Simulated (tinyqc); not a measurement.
# Changing the temperature T

Model: kinetic Monte Carlo and master equation for a particle on a ring of sites with traps and bias. Computed by tinyqc, a small Python program. Command: `OMP_NUM_THREADS=1 python tinyqc.py 3010173 3010174 out.jsonl kmc sweep`. One thread of a shared host (Intel(R) Xeon(R) Processor @ 2.30GHz), about 0.01 s of CPU time with the checks.

7 sites on a ring, numbered 1 to 7. The saddle between i and i+1 lies at E0 + s b_i and site i at s eps_i; a force F tilts the landscape, with the saddle half-way.

Inputs (values chosen for the exercise, for a model defect):

| quantity | value | unit |
|---|---|---|
| reference barrier E0 | 0.3 | eV |
| scale factor s of the disorder | 1 | - |
| attempt frequency nu | 3.3 | THz |
| site spacing a | 3.8 | angstrom |
| force F along the ring | 0.00075 | eV/angstrom |

Disorder: both.

site energies eps_i (eV): -0.065  0  0  0  -0.03  0  0

saddle shifts b_i between sites i and i+1 (eV): -0.0062  -0.0024  0.033  -0.023  0.026  0.032  0.027

Constants: k_B = 8.617333262e-05 eV/K.

Method:
- Rates: k(i to i+1) = nu exp(-(E0 + s b_i - s eps_i - F a/2)/(k_B T)), k(i to i-1) = nu exp(-(E0 + s b_(i-1) - s eps_i + F a/2)/(k_B T)).
- Share right = k right/(k right + k left); mean stay = 1/(k right + k left).
- Master equation dP/dt = W P, W_(i+1,i) = k right, W_(i-1,i) = k left, columns summing to zero. The steady state is its null vector; drift v = a sum P_i (k right - k left). D = a^2 lambda''(0)/2, where lambda(q) is the leading eigenvalue of W with right hops weighted by exp(q) and left hops by exp(-q).
- The slowest relaxation rate is minus the real part of the next eigenvalue of W. 1 angstrom = 1e-8 cm.
- At zero force D0 = a^2 nu exp(-E0/(k_B T)) / [<exp(-s eps/(k_B T))> <exp(s b/(k_B T))>], with means over the ring; Einstein relation v = D0 F/(k_B T); 1 angstrom = 1e-8 cm.

One run for each value:

| temperature T (K) | zero-force diffusivity D0 (cm^2/s) | D0 over the value without disorder | drift velocity v (cm/s) |
|---|---|---|---|
| 130 | 2.6331e-17 | 0.00236 | 2.2778e-10 |
| 160 | 1.8135e-14 | 0.01072 | 1.1790e-07 |
| 190 | 1.5153e-12 | 0.02884 | 7.8616e-06 |
| 240 | 1.9208e-10 | 0.08037 | 7.4720e-04 |
| 290 | 4.3075e-09 | 0.14781 | 1.3474e-02 |
| 350 | 5.3083e-08 | 0.23264 | 1.3513e-01 |
| 430 | 4.8688e-07 | 0.33532 | 9.9754e-01 |
| 520 | 2.5341e-06 | 0.42984 | 4.2692e+00 |

Over the rows, zero-force diffusivity D0 (cm^2/s) rises from 2.63e-17 to 2.53e-6 (exponent d ln y / d ln x 31 between the first rows and 8.7 between the last); D0 over the value without disorder rises from 0.00236 to 0.430 (exponent d ln y / d ln x 7.3 between the first rows and 1.3 between the last); drift velocity v (cm/s) rises from 2.28e-10 to 4.27 (exponent d ln y / d ln x 30 between the first rows and 7.7 between the last). The apparent barrier of D0 is 0.390 eV between the coldest rows and 0.353 eV between the hottest; at low T it tends to the highest saddle minus the deepest site, 0.398 eV, at high T to the mean difference, 0.326 eV.

Extremes, crossings and ranges named in words are read from the listed rows.
